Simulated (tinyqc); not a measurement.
Changing the temperature T: order-disorder in a binary alloy on two sublattices: Bragg-Williams and pair (quasi-chemical) approximations. Computed by tinyqc, a small Python program. Command: `OMP_NUM_THREADS=1 python tinyqc.py 3016111 3016112 out.jsonl order sweep`. One thread of a shared host (Intel(R) Xeon(R) Processor @ 2.30GHz), about 0.01 s of CPU time with the checks.

All z = 6 neighbours of a site lie on the other sublattice. B fills the sublattices with x + eta/2 and x - eta/2; energies are per site, from the pure components: u = -z w y with y the probability of an A-B bond taken in one order.

Inputs (values chosen for the exercise, for a model alloy): ordering energy w = (e_AA + e_BB)/2 - e_AB = 24.4 meV; fraction x of B = 0.5.

Lattice: simple cubic (z = 6). Method: Newton steps.

scattering factors f_A, f_B (electrons): [12, 48]

Constants: k_B = 8.617333262e-05 eV/K.

Method:
- Bragg-Williams: u = -z w [x (1 - x) + eta^2/4]; minimising f gives ln[a (1 - b)/(b (1 - a))] = 2 z w eta/(k_B T) =: ln Q, a = x + eta/2, b = x - eta/2. For given Q this is a quadratic for eta, (Q - 1) eta^2/4 - (Q + 1) eta/2 + (Q - 1) x (1 - x) = 0, smaller root: the map eta -> phi(eta).
- Newton steps on phi(eta) - eta, with the slope by central differences of 1e-6; start at 0.999 times 2x; stop when |phi - eta| < 1e-10.
- a = x + eta/2, b = x - eta/2; u = -z w [x (1 - x) + eta^2/4]; s/k_B = [s2(a) + s2(b)]/2, s2(c) = -c ln c - (1 - c) ln(1 - c); gain on ordering = f(eta) - f(0), f = u - T s. Superlattice over fundamental intensity = [eta (f_B - f_A)/2]^2/[(1 - x) f_A + x f_B]^2.

One run for each value; columns: (1) temperature T (K); (2) order parameter eta; (3) B fraction on the A sublattice; (4) entropy s (k_B/site); (5) gain on ordering (meV/site); (6) intensity ratio:
```
(1)      (2)      (3)      (4)          (5)      (6)
330  0.98770  0.00615  0.03745  -1.7059e+01  0.35120
391  0.97100  0.01450  0.07578  -1.3707e+01  0.33942
453  0.94353  0.02823  0.12855  -1.0543e+01  0.32049
515  0.90331  0.04834  0.19361  -7.6955e+00  0.29375
577  0.84772  0.07614  0.26923  -5.2243e+00  0.25871
639  0.77286  0.11357  0.35391  -3.1819e+00  0.21504
700  0.67378  0.16311  0.44479  -1.6345e+00  0.16343
762  0.53244  0.23378  0.54380  -5.6931e-01  0.10206
824  0.29620  0.35190  0.64862  -4.8984e-02  0.03158
```

Describe and explain the trends.

Over the rows, order parameter eta falls from 0.988 to 0.296 (exponent d ln y / d ln x -0.10 between the first rows and -7.5 between the last); B fraction on the A sublattice rises from 0.00615 to 0.352 (exponent d ln y / d ln x between 3.9 and 5.2); entropy s (k_B/site) rises from 0.0375 to 0.649 (exponent d ln y / d ln x 4.2 between the first rows and 2.3 between the last). Near T_c mean-field theory gives eta^2 linear in T_c - T; from the last two rows eta^2 extrapolates to zero at 851.8 K, against T_c = 849.5 K.

Caution (rows 577, 639, 700, 762, 824): T is near or above the T_c of the better pair approximation, so the true long-range order is lower than Bragg-Williams gives.

Extremes, crossings and ranges named in words are read from the listed rows.
